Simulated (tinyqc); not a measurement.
Grain growth, pinning, strength and diffusional creep of a polycrystal or thin film: one step, computed by the program tinyqc.

One mean grain size d describes the structure.

Problem. Mobility and the sizes at which growth stops. M = M0 exp(-Q_m/(k_B T)). The driving pressure is 2 gamma/d. Zener pinning pressure 3 f gamma/(2 r) stops growth at d_Z = 4 r/(3 f). Grooves where boundaries meet the surface have the angle theta = arcsin(gamma/(2 gamma_s)) and are taken to stop growth at d_h = h/(2 theta), a few film thicknesses; the limit is 1/d_lim = 1/d_Z + 1/d_h.

Inputs (values chosen for the exercise, modelled on nickel):
```
quantity,value,unit
boundary energy gamma,0.88,J/m^2
mobility prefactor M0,5.1e-06,m^4/(J s)
activation energy of boundary motion Q_m,1.59,eV
anneal temperature T,833,K
particle volume fraction f,0.0012,-
particle radius r,4.4,nm
film thickness h,1400,nm
surface energy gamma_s,2.1,J/m^2
```

Sample: thin film on a substrate.

Constants: k_B = 8.617333262e-05 eV/K.

Give: mobility M; Zener size d_Z; groove angle theta; groove limit d_h; limit d_lim.

Solution.

mobility M = 1.224e-15 m^4/(J s)

Zener size d_Z = 4889 nm

groove angle theta = 0.2111 rad

groove limit d_h = 3316 nm

limit d_lim = 1976 nm

The grooves set the tighter limit.
